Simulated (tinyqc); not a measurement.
Worked calculation: CIS and TDHF on RHF in the sto-6g basis, for BeH2, spin multiplicity 1. One step of it, computed by the program tinyqc.

Question. TDHF (RPA) singlet states. B(ia,jb) = 2 (ia|jb) - (ib|ja); the squared energies are the eigenvalues of (A - B)(A + B); 1 hartree = 27.211386 eV.

CIS matrix A, singlet (hartree), lower triangle:
```
,1>4,1>5,1>6,1>7,2>4,2>5,2>6,2>7,3>4,3>5,3>6,3>7
1>4,4.273154
1>5,0.000000,4.273305
1>6,-0.020617,0.000000,4.557220
1>7,0.000267,0.000000,-0.000986,4.808021
2>4,0.035142,0.000000,0.006705,-0.000214,0.372097
2>5,0.000000,0.036255,0.000000,0.000000,0.000000,0.373576
2>6,0.006633,0.000000,-0.003156,0.001305,-0.010299,0.000000,0.582437
2>7,-0.000242,0.000000,0.001604,0.023422,0.000265,0.000000,-0.000622,0.855016
3>4,0.002086,0.000000,0.000451,0.001060,0.003869,0.000000,0.000347,0.002961,0.280340
3>5,0.000000,0.002159,0.000000,0.000000,0.000000,0.003918,0.000000,0.000000,0.000000,0.280768
3>6,0.000467,0.000000,-0.000735,-0.009416,0.000260,0.000000,0.001594,-0.014075,-0.016782,0.000000,0.535450
3>7,0.002067,0.000000,-0.016795,0.002180,-0.005068,0.000000,0.016365,-0.001470,-0.000037,0.000000,0.000610,0.855298
```

Two-electron integrals over orbitals (pq|rs), unique and non-zero (hartree):
```
p,q,r,s,(pq|rs)
1,1,1,1,2.280966
2,1,1,1,-0.188059
2,1,2,1,0.024419
2,2,1,1,0.462387
2,2,2,1,-0.005599
2,2,2,2,0.380467
3,1,1,1,-0.011057
3,1,2,1,0.001101
3,1,2,2,-0.001800
3,1,3,1,0.005305
3,2,1,1,0.000611
3,2,2,1,-0.000934
3,2,2,2,-0.021281
3,2,3,1,0.011118
3,2,3,2,0.157939
3,3,1,1,0.424660
3,3,2,1,-0.002190
3,3,2,2,0.387294
3,3,3,1,0.001174
3,3,3,2,0.017599
3,3,3,3,0.414815
4,1,1,1,0.038168
4,1,2,1,-0.004658
4,1,2,2,0.002588
4,1,3,1,-0.000290
4,1,3,2,0.000031
4,1,3,3,0.001393
4,1,4,1,0.016534
4,2,1,1,-0.019559
4,2,2,1,0.001403
4,2,2,2,0.007424
4,2,3,1,0.000075
4,2,3,2,-0.000776
4,2,3,3,0.008741
4,2,4,1,0.014047
4,2,4,2,0.047244
4,3,1,1,-0.001610
4,3,2,1,0.000099
4,3,2,2,-0.001151
4,3,3,1,-0.000148
4,3,3,2,0.012248
4,3,3,3,0.002051
4,3,4,1,0.000844
4,3,4,2,0.001964
4,3,4,3,0.014304
4,4,1,1,0.567701
4,4,2,1,-0.007048
4,4,2,2,0.353485
4,4,3,1,-0.000397
4,4,3,2,0.000060
4,4,3,3,0.337595
4,4,4,1,-0.004672
4,4,4,2,-0.024556
4,4,4,3,-0.001778
4,4,4,4,0.452260
5,1,5,1,0.016025
5,2,5,1,0.014690
5,2,5,2,0.046870
5,3,5,1,0.000883
5,3,5,2,0.001987
5,3,5,3,0.012814
5,4,5,1,-0.003028
5,4,5,2,-0.008067
5,4,5,3,-0.000517
5,4,5,4,0.025329
5,5,1,1,0.570059
5,5,2,1,-0.006874
5,5,2,2,0.354785
5,5,3,1,-0.000392
5,5,3,2,0.000056
5,5,3,3,0.337712
5,5,4,1,0.001167
5,5,4,2,-0.009220
5,5,4,3,-0.000801
5,5,4,4,0.400625
5,5,5,5,0.450117
6,1,1,1,-0.196967
6,1,2,1,0.026223
6,1,2,2,-0.005985
6,1,3,1,0.001736
6,1,3,2,0.000211
6,1,3,3,-0.002710
6,1,4,1,-0.002466
6,1,4,2,0.003582
6,1,4,3,0.000214
6,1,4,4,-0.006479
6,1,5,5,-0.005317
6,1,6,1,0.028755
6,2,1,1,0.137309
6,2,2,1,-0.006320
6,2,2,2,-0.016047
6,2,3,1,-0.000176
6,2,3,2,0.006239
6,2,3,3,-0.039853
6,2,4,1,0.003546
6,2,4,2,-0.004277
6,2,4,3,-0.000014
6,2,4,4,0.061064
6,2,5,5,0.065446
6,2,6,1,-0.005126
6,2,6,2,0.082240
6,3,1,1,0.012650
6,3,2,1,-0.000412
6,3,2,2,0.010844
6,3,3,1,-0.000555
6,3,3,2,-0.090290
6,3,3,3,-0.013703
6,3,4,1,0.000222
6,3,4,2,-0.000057
6,3,4,3,-0.010385
6,3,4,4,0.005966
6,3,5,5,0.006307
6,3,6,1,-0.000394
6,3,6,2,0.002982
6,3,6,3,0.084879
6,4,1,1,0.015685
6,4,2,1,0.000459
6,4,2,2,0.001745
6,4,3,1,-0.000022
6,4,3,2,-0.000375
6,4,3,3,-0.003989
6,4,4,1,0.014845
6,4,4,2,0.040977
6,4,4,3,0.002711
6,4,4,4,-0.002709
6,4,5,5,0.006815
6,4,6,1,0.003104
6,4,6,2,0.019646
6,4,6,3,0.001896
6,4,6,4,0.046169
6,5,5,1,0.016015
6,5,5,2,0.045897
6,5,5,3,0.003096
6,5,5,4,-0.005223
6,5,6,5,0.049257
6,6,1,1,0.475384
6,6,2,1,-0.007096
6,6,2,2,0.380442
6,6,3,1,-0.000053
6,6,3,2,0.004371
6,6,3,3,0.390941
6,6,4,1,0.007449
6,6,4,2,0.021283
6,6,4,3,0.001820
6,6,4,4,0.352463
6,6,5,5,0.357612
6,6,6,1,-0.006139
6,6,6,2,-0.021437
6,6,6,3,-0.004822
6,6,6,4,0.013490
6,6,6,6,0.402867
7,1,1,1,0.004166
7,1,2,1,-0.001199
7,1,2,2,-0.002175
7,1,3,1,0.009844
7,1,3,2,0.017620
7,1,3,3,0.002151
7,1,4,1,0.000048
7,1,4,2,-0.000044
7,1,4,3,-0.000525
7,1,4,4,0.000104
7,1,5,5,0.000078
7,1,6,1,-0.000258
7,1,6,2,0.000341
7,1,6,3,0.000154
7,1,6,4,-0.000136
7,1,6,6,0.000742
7,1,7,1,0.018878
7,2,1,1,-0.011391
7,2,2,1,0.000111
7,2,2,2,0.005903
7,2,3,1,0.004394
7,2,3,2,-0.040776
7,2,3,3,-0.002648
7,2,4,1,-0.000058
7,2,4,2,0.001587
7,2,4,3,-0.010218
7,2,4,4,-0.004995
7,2,5,5,-0.005091
7,2,6,1,0.000491
7,2,6,2,-0.008955
7,2,6,3,0.061520
7,2,6,4,-0.000749
7,2,6,6,0.000138
7,2,7,1,0.008136
7,2,7,2,0.058319
7,3,1,1,0.148905
7,3,2,1,-0.003954
7,3,2,2,-0.001139
7,3,3,1,0.000145
7,3,3,2,0.000574
7,3,3,3,-0.018424
7,3,4,1,-0.000021
7,3,4,2,-0.014233
7,3,4,3,-0.001456
7,3,4,4,0.068032
7,3,5,5,0.068781
7,3,6,1,-0.003535
7,3,6,2,0.076740
7,3,6,3,0.008898
7,3,6,4,0.009533
7,3,6,6,-0.019077
7,3,7,1,0.000697
7,3,7,2,-0.004379
7,3,7,3,0.086705
7,4,1,1,-0.000170
7,4,2,1,0.000127
7,4,2,2,0.002909
7,4,3,1,-0.002109
7,4,3,2,-0.023397
7,4,3,3,-0.002876
7,4,4,1,-0.000348
7,4,4,2,-0.001721
7,4,4,3,0.011394
7,4,4,4,0.000237
7,4,5,5,-0.000009
7,4,6,1,-0.000145
7,4,6,2,-0.001133
7,4,6,3,0.014485
7,4,6,4,-0.000576
7,4,6,6,-0.001117
7,4,7,1,-0.003623
7,4,7,2,0.004372
7,4,7,3,-0.000180
7,4,7,4,0.020595
7,5,5,1,-0.000376
7,5,5,2,-0.001910
7,5,5,3,0.013225
7,5,5,4,0.000139
7,5,6,5,-0.000761
7,5,7,5,0.016916
7,6,1,1,0.000469
7,6,2,1,-0.000623
7,6,2,2,-0.017289
7,6,3,1,0.009724
7,6,3,2,0.137115
7,6,3,3,0.017186
7,6,4,1,-0.000147
7,6,4,2,-0.001126
7,6,4,3,0.013389
7,6,4,4,-0.000078
7,6,5,5,-0.000255
7,6,6,1,0.000336
7,6,6,2,0.004622
7,6,6,3,-0.088511
7,6,6,4,-0.000928
7,6,6,6,0.005020
7,6,7,1,0.015826
7,6,7,2,-0.048348
7,6,7,3,-0.000370
7,6,7,4,-0.019999
7,6,7,6,0.132574
7,7,1,1,0.549266
7,7,2,1,-0.007150
7,7,2,2,0.404459
7,7,3,1,-0.000786
7,7,3,2,-0.007287
7,7,3,3,0.419181
7,7,4,1,0.001073
7,7,4,2,0.001706
7,7,4,3,-0.000545
7,7,4,4,0.379987
7,7,5,5,0.379048
7,7,6,1,-0.007475
7,7,6,2,-0.020393
7,7,6,3,0.003304
7,7,6,4,-0.004923
7,7,6,6,0.413002
7,7,7,1,-0.000405
7,7,7,2,0.003220
7,7,7,3,0.002082
7,7,7,4,0.000913
7,7,7,6,-0.005120
7,7,7,7,0.457632
```

Give: TDHF matrix B, singlet; squared energies w^2; TDHF energies from the positive w^2.

Answer.

TDHF matrix B, singlet (hartree), lower triangle:
```
,1>4,1>5,1>6,1>7,2>4,2>5,2>6,2>7,3>4,3>5,3>6,3>7
1>4,0.0165
1>5,0.0000,0.0160
1>6,-0.0025,0.0000,0.0288
1>7,0.0000,0.0000,-0.0003,0.0189
2>4,0.0140,0.0000,0.0036,0.0000,0.0472
2>5,0.0000,0.0147,0.0000,0.0000,0.0000,0.0469
2>6,0.0035,0.0000,-0.0051,0.0002,-0.0043,0.0000,0.0822
2>7,-0.0001,0.0000,0.0006,0.0081,0.0016,0.0000,-0.0090,0.0583
3>4,0.0008,0.0000,0.0002,-0.0010,0.0020,0.0000,0.0000,-0.0062,0.0143
3>5,0.0000,0.0009,0.0000,0.0000,0.0000,0.0020,0.0000,0.0000,0.0000,0.0128
3>6,0.0002,0.0000,-0.0004,0.0038,-0.0001,0.0000,0.0030,0.0463,-0.0104,0.0000,0.0849
3>7,0.0005,0.0000,-0.0072,0.0007,-0.0182,0.0000,0.0920,-0.0044,-0.0015,0.0000,0.0089,0.0867
```

squared energies w^2 (hartree^2): 0.0777  0.0786  0.1356  0.1372  0.2773  0.3261  0.7136  0.7265  18.2493  18.2633  20.7815  23.1181

TDHF energies from the positive w^2 (eV): 7.5838  7.6277  10.0205  10.0797  14.3287  15.5385  22.9870  23.1944  116.2449  116.2896  124.0479  130.8360
